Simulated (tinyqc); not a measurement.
Vertical double-diffused power MOSFET, components of the on-resistance: one step of the calculation.

Stripe cells of pitch Wp + a, two channels a cell. Current flows through the channels, spreads in the accumulation layer, passes the gap between the p bodies and spreads at 45 degrees into the drift layer below them. Low drain voltage, full ionisation.

Question. Drift layer. Triangular field at breakdown with Ec = Kc N^(1/8): BV = eps0 eps_r Ec^2/(2 q N), so N = (eps0 eps_r Kc^2/(2 q BV))^(4/3); W = 2 BV/Ec; mu = mud (T/300 K)^(-bt); rho = 1/(q mu N); ideal resistance rho W.

Parameters, values chosen for the exercise; bulk values close to those of gallium nitride: temperature T = 300 K; relative permittivity eps_r = 9.28; critical-field constant Kc = 26500 V/cm per (cm^-3)^(1/8); rated breakdown voltage of the drift layer BV = 1700 V; drift mobility at 300 K mud = 895 cm^2/(V s); temperature exponent of the drift mobility bt = 2.2.

Constants: q = 1.602176634e-19 C, eps0 = 8.8541878128e-14 F/cm where lengths are in cm. Results are converted to the units shown.

Wanted: N; Ec; W; mu; rho; ideal resistance.

Answer.

N = 1.0798e16 cm^-3
Ec = 2.6755 MV/cm
W = 12.708 um
mu = 895.00 cm^2/(V s)
rho = 0.64585 ohm cm
ideal resistance = 0.82073 mohm cm^2

tinyqc, about 0.01 s, one thread, Intel Xeon 2.30GHz (shared host): `OMP_NUM_THREADS=1 python tinyqc.py 2230015 2230016 out.jsonl`
